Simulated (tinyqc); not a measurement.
Channel length: inversion-layer mobility, back-scattering and ballistic limit of a field-effect transistor. Computed by tinyqc, a small Python program. Command: `OMP_NUM_THREADS=1 python tinyqc.py 3026420 3026421 out.jsonl mos walk`. One thread of a shared host (Intel(R) Xeon(R) Processor @ 2.30GHz), about 0.01 s of CPU time with the checks.

The charge at the top of the source barrier is fixed by the gate; series resistance and short-channel effects are left out. F_j are Fermi integrals normalised to exp(eta) in the classical limit.

Inputs (values chosen for the exercise, modelled on a silicon n-channel): transport mass m = 0.19 m_0; valley degeneracy g_v = 2; weight w of the inversion charge = 0.5; permittivity eps = 11.7; phonon mobility at 1 MV/cm and 300 K, mu_ph = 350 cm^2/(V s); roughness mobility at 1 MV/cm, mu_sr = 1700 cm^2/(V s); Coulomb mobility at N_inv = 1e12/cm^2, mu_C = 630 cm^2/(V s); electrical oxide thickness t_inv = 1.2 nm; depletion charge N_dep = 1.8e+12 1/cm^2; gate overdrive V_G - V_T = 0.38 V; drain voltage V_D = 0.05 V; exponent a of the critical length = 0.6; temperature T = 200 K.

Statistics at the top of the barrier: Fermi-Dirac.

Constants: eps_0 = 8.8541878128e-12 F/m; e = 1.602176634e-19 C; m_0 = 9.1093837015e-31 kg; k_B = 1.380649e-23 J/K; hbar = 1.054571817e-34 J s; k_B = 8.617333262e-05 eV/K.

Method:
- N_inv = 3.9 eps_0 (V_G - V_T)/(e t_inv); effective field E_eff = e (N_dep + w N_inv)/(eps eps_0).
- mu_phonon = mu_ph (E_eff/1 MV/cm)^(-0.3) (T/300 K)^(-1.75); mu_rough = mu_sr (E_eff/1 MV/cm)^(-2); mu_Coulomb = mu_C (N_inv/1e12 cm^-2) (T/300 K); Matthiessen's rule adds 1/mu.
- F_j(eta) = (1/Gamma(j + 1)) int_0^infinity x^j/(1 + exp(x - eta)) dx, F_0 = ln(1 + exp(eta)). Integrals over x = E/(k_B T) use 160 Gauss-Legendre points in u = sqrt(x) from 0 to sqrt(max(eta, 0) + 32).
- Ballistic channel: N_2D = g_v m k_B T/(pi hbar^2), U = e V_D/(k_B T); eta_F solves N_inv = (N_2D/2)[F_0(eta_F) + F_0(eta_F - U)]; v_T = sqrt(2 k_B T/(pi m)); I/W = e (N_2D/2) v_T [F_1/2(eta_F) - F_1/2(eta_F - U)]; injection velocity v_T F_1/2(eta_F)/F_0(eta_F).
- Mean free path lambda = (2 k_B T/e)(mu/v_T) F_0(eta_0)/F_-1/2(eta_0), with eta_0 from N_inv = N_2D F_0(eta_0); critical length l = L (1 + U)^(-a), an empirical rule; back-scattering r = l/(l + lambda). Then eta solves N_inv = (N_2D/2)[(1 + r) F_0(eta) + (1 - r) F_0(eta - U)] and I/W = e (N_2D/2) v_T (1 - r)[F_1/2(eta) - F_1/2(eta - U)].
- The last column is the long-channel law e N_inv mu V/L with V = V_D - V_D^2/(2 V_ov) below pinch-off and V_ov/2 above, V_ov = V_G - V_T.

inversion density N_inv = 6.82504e+12 1/cm^2

effective mobility mu = 488.163 cm^2/(V s)

ballistic current I/W = 1006.49 microampere/micrometre

Currents (microampere/micrometre):
```
L (nm)        r     I/W  ballistic ratio  long-channel law
5       0.07960  897.93          0.89214            4986.8
10      0.14746  809.27          0.80404            2493.4
20      0.25702  673.82          0.66947            1246.7
40      0.40893  501.96          0.49872             623.4
80      0.58049  330.00          0.32787             311.7
160     0.73457  194.70          0.19344             155.8
400     0.87371   86.96          0.08640              62.3
1000    0.94534   36.44          0.03620              24.9
```

The current scales as L^-0.95 at the long end and as L^-0.15 at the short end, where it reaches 89 % of the ballistic 1010. The long-channel law passes the ballistic limit between 20.0 and 40.0 nm and has no meaning below. At 1000 nm the model gives 1.46 times the long-channel law; the rule for l is a fit for short devices and fails wherever the model exceeds that law. Raising mu by 10 % at 20 nm raises I by 3.2 %.

Extremes, crossings and ranges named in words are read from the listed rows.
